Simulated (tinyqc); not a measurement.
## Input admittance of a MOSFET at zero drain bias: distributed channel and distributed gate: input impedance against frequency

Source and drain grounded, strong inversion, w = 2 pi f, Cox = eps0 eox/tox. The channel is an RC line of resistance 1/(mu Cox Vo) per square fed from both ends, so one finger has the intrinsic admittance y = i w Cox L tanh(g)/g per width, g = (1/2) sqrt(i w tau), tau = L^2/(mu Vo). The vertical resistance rv/L is in series with y, the overlaps 2 i w Cov in parallel: y_t = 1/(1/y + rv/L) + 2 i w Cov. The gate strip is a line of Rsh/L per length loaded by y_t, so a finger has Y = y_t Wf tanh(k)/k, k = (Wf/sd) sqrt(y_t Rsh/L); the device has Nf Y.

Low-frequency limits, with c = Cox L and ct = c + 2 Cov: R_strip = Rsh Wf/(3 sd^2 L Nf), R_ch = (c/ct)^2 L/(12 mu Cox Vo Wf Nf), R_vert = (c/ct)^2 rv/(L Wf Nf), C = ct Wf Nf. Z = 1/(Nf Y) = R + 1/(i w C), Q = |Im Z|/R, far-point signal |1/cosh k|.

Parameters, values chosen for the exercise; values of the order met in silicon radio-frequency transistors:
- eox = 3.9 (relative permittivity of the gate insulator (close to silicon dioxide))
- tox = 4.1 nm (insulator thickness)
- L = 0.12 um (channel length)
- Wf = 9.9 um (finger width)
- Nf = 1 (number of fingers)
- mu = 110 cm^2/(V s) (channel mobility)
- Vo = 0.53 V (gate overdrive)
- Rsh = 3.1 ohm/square (sheet resistance of the gate)
- rv = 3.7 ohm um^2 (vertical resistivity of the gate stack)
- sd = 1 (number of ends at which a finger is contacted)
- Cov = 0.29 fF/um (overlap and fringe capacitance on each side)

Constants: eps0 = 8.8541878128e-14 F/cm where lengths are in cm. Results are converted to the units shown.

The same in every row: low-frequency R (ohm) = 94.81.

Results:
```
f (GHz)     w tau      |k|  R (ohm)  C (fF)       Q  signal at the far point
0.1      0.001552  0.05030    94.81   15.75    1066                    1.000
0.3      0.004656  0.08713    94.81   15.75   355.3                    1.000
0.7       0.01086   0.1331    94.81   15.75   152.3                    1.000
2         0.03104   0.2250    94.81   15.75   53.30                   0.9997
5         0.07760   0.3557    94.80   15.74   21.33                   0.9984
10         0.1552   0.5030    94.76   15.72   10.68                   0.9935
100         1.552    1.582    90.50   13.88   1.267                   0.6523
300         4.656    2.633    74.47   9.208  0.7737                   0.2544
```

Estimate the missing row, f = 40 GHz.

Computed row:
```
f (GHz)   w tau    |k|  R (ohm)  C (fF)      Q  signal at the far point
40       0.6208  1.005    94.05   15.39  2.750                   0.9090
```

With this row back in the table: R falls from 94.8 to 74.5 ohm and C falls from 15.7 to 9.21 fF. Q goes as f^(-1.00) between the first two rows and f^(-0.45) between the last two, where w tau = 4.66 and |k| = 2.63. The low-frequency limits hold both R and C within 5 % up to f = 40 GHz among the rows.

Computed by the program tinyqc: `OMP_NUM_THREADS=1 python tinyqc.py 2262053 2262054 out.jsonl`, one thread of a shared Intel Xeon 2.30GHz, about 0.01 s for the whole run.
